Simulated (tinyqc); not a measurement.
Q-state Potts model on a small periodic square lattice: enumeration, Metropolis, heat-bath and Wolff steps: one step, computed by the program tinyqc. Command: `OMP_NUM_THREADS=1 python tinyqc.py 3114369 3114370 out.jsonl potts walk`. One thread of a shared host (Intel(R) Xeon(R) Processor @ 2.30GHz), about 0.08 s of CPU time with the checks.

E = -J x (number of nearest-neighbour bonds with equal states); n x n sites with periodic edges have 2 n^2 bonds. Order parameter m = (q f - 1)/(q - 1), f being the largest share of one state. Sites are numbered row by row from 0. Here q = 3 and n = 3.

Problem. Exact averages. All q^(n^2) states are counted by their number b of equal bonds; weights g(b) exp(K b), K = J/(k_B T). Per site: u = -J <b>/n^2, c/k_B = K^2 (<b^2> - <b>^2)/n^2. ln Z = ln sum g(b) exp(K b); entropy per site s/k_B = (ln Z - K <b>)/n^2.

Inputs (values chosen for the exercise, for a model of domains or grain orientations): coupling J = 25 meV; temperature T = 261 K.

States by number of equal bonds:
```
b   g(b)   probability
0     12  6.037817e-09
2    540  2.509384e-06
3    936  1.321864e-05
4   3240  1.390571e-04
5   3996  5.212080e-04
6   3348  1.327114e-03
7   3240  3.903061e-03
8   2592  9.489267e-03
9    660  7.343093e-03
10   810  2.738782e-02
11   108  1.109772e-02
12   144  4.496863e-02
14    54  1.557456e-01
18     3  7.380617e-01
```

K = 1.111544

Give: <b>; energy u; heat capacity c; entropy s.

Solution.

<b> = 16.58

energy u = -46.06 meV/site

heat capacity c = 0.9228 k_B/site

entropy s = 0.3310 k_B/site
